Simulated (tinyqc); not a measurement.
Vertical double-diffused power MOSFET, components of the on-resistance: On-resistance against the temperature.

Stripe cells of pitch Wp + a, two channels a cell. Current flows through the channels, spreads in the accumulation layer, passes the gap between the p bodies and spreads at 45 degrees into the drift layer below them. Low drain voltage, full ionisation.

Triangular field at breakdown with Ec = Kc N^(1/8): BV = eps0 eps_r Ec^2/(2 q N), so N = (eps0 eps_r Kc^2/(2 q BV))^(4/3); W = 2 BV/Ec; mu = mud (T/300 K)^(-bt); rho = 1/(q mu N); ideal resistance rho W. Pitch p = Wp + a, Cox = 3.9 eps0/tox; zero-bias depletion in the gap w0 = sqrt(2 eps0 eps_r Vbi/(q N Nj)), open gap g = a - 2 w0; R_ch = Lc p/(2 mch Cox Vov); R_acc = 0.6 a p/(4 mac Cox Vov), 0.6 being an empirical factor for current leaving the layer along its length; R_gap = (rho/Nj) xp p/g; spreading depth t = min(W, (p - g)/2); R_drift = (rho p/2) ln((g + 2 t)/g) + rho (W - t); R_on = the sum with Rs.

Inputs (values chosen for the exercise); bulk values close to those of 4H silicon carbide: relative permittivity eps_r = 9.73; critical-field constant Kc = 22700 V/cm per (cm^-3)^(1/8); rated breakdown voltage of the drift layer BV = 1200 V; drift mobility at 300 K mud = 791 cm^2/(V s); temperature exponent of the drift mobility bt = 2.6; gate oxide thickness (eps_r 3.9) tox = 79 nm; gate overdrive Vov = 12 V; channel mobility mch = 25 cm^2/(V s); accumulation-layer mobility mac = 100 cm^2/(V s); channel length Lc = 1 um; width of the p body in one cell, channels included Wp = 5 um; gap between neighbouring p bodies a = 2.3 um; depth of the p body xp = 1.7 um; doping of the gap over the drift doping Nj = 1; built-in voltage of the body junction Vbi = 2.84 V; substrate and contact resistance Rs = 0.3 mohm cm^2.

Constants: q = 1.602176634e-19 C, eps0 = 8.8541878128e-14 F/cm where lengths are in cm. Results are converted to the units shown.

The same in every row: R_ch (mohm cm^2) = 2.783; R_acc (mohm cm^2) = 0.4801.

Result of one run:
```
T (K)  R_gap (mohm cm^2)  R_drift (mohm cm^2)  R_on (mohm cm^2)  ideal (mohm cm^2)  largest term
450                1.791                2.548             7.903              1.930       channel
```

What becomes of these results when the temperature T is changed from 450 to 490 K, all else the same?

Result of the changed run:
```
T (K)  R_gap (mohm cm^2)  R_drift (mohm cm^2)  R_on (mohm cm^2)  ideal (mohm cm^2)  largest term
490                2.235                3.180             8.978              2.408         drift
```

The whole series:
```
T (K)  R_gap (mohm cm^2)  R_drift (mohm cm^2)  R_on (mohm cm^2)  ideal (mohm cm^2)  largest term
250               0.3885               0.5528             4.505             0.4186       channel
290               0.5714               0.8131             4.948             0.6158       channel
330               0.7995                1.138             5.501             0.8617       channel
370                1.077                1.532             6.172              1.160       channel
410                1.406                2.001             6.970              1.515       channel
450                1.791                2.548             7.903              1.930       channel
490                2.235                3.180             8.978              2.408         drift
```

R_on rises from 4.50 to 8.98 mohm cm^2. The channel term is the largest at T = 250, the drift term from 490 on. R_on is 10.8 times the ideal drift resistance in the first row and 3.73 times in the last. Only the drift mobility depends on T in this model.

Numbers from tinyqc (`OMP_NUM_THREADS=1 python tinyqc.py 2230131 2230132 out.jsonl`; about 0.01 s on one thread of a shared Intel Xeon 2.30GHz).
